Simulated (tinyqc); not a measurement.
Composition and strain of an epitaxial Si(1-x)Ge(x) layer from Raman and X-ray peaks: one step, computed by the program tinyqc.

A (001) layer, biaxially strained in the plane. The Raman peaks follow empirical lines omega = w0 + c1 x + c3 x^3 + b eps (c3 for Si-Ge alone), with eps the in-plane strain.

Question. Raman peaks. Insert x and eps in the three lines; the strain part is b eps.

Inputs (values chosen for the exercise, modelled on silicon-germanium):

| quantity | value | unit |
|---|---|---|
| Ge fraction x | 0.75 | - |
| Si-Si: w0 | 520.6 | 1/cm |
| Si-Si: c1 | -64.6 | 1/cm |
| Si-Si: strain coefficient b | -758 | 1/cm |
| Si-Ge: w0 | 400 | 1/cm |
| Si-Ge: c1 | 24.8 | 1/cm |
| Si-Ge: c3 | -35.4 | 1/cm |
| Si-Ge: strain coefficient b | -565 | 1/cm |
| Ge-Ge: w0 | 280.5 | 1/cm |
| Ge-Ge: c1 | 19.4 | 1/cm |
| Ge-Ge: strain coefficient b | -430 | 1/cm |

Substrate: relaxed alloy buffer.

in-plane strain eps = -9.762775 per mille

Give: Si-Si peak; Si-Ge peak; Ge-Ge peak; strain parts.

Answer.

Si-Si peak = 479.55 1/cm

Si-Ge peak = 409.18 1/cm

Ge-Ge peak = 299.25 1/cm

strain parts (1/cm): Si-Si 7.4002, Si-Ge 5.5160, Ge-Ge 4.1980

Read as unstrained, the Si-Si peak would give x = 0.635 in place of 0.75.
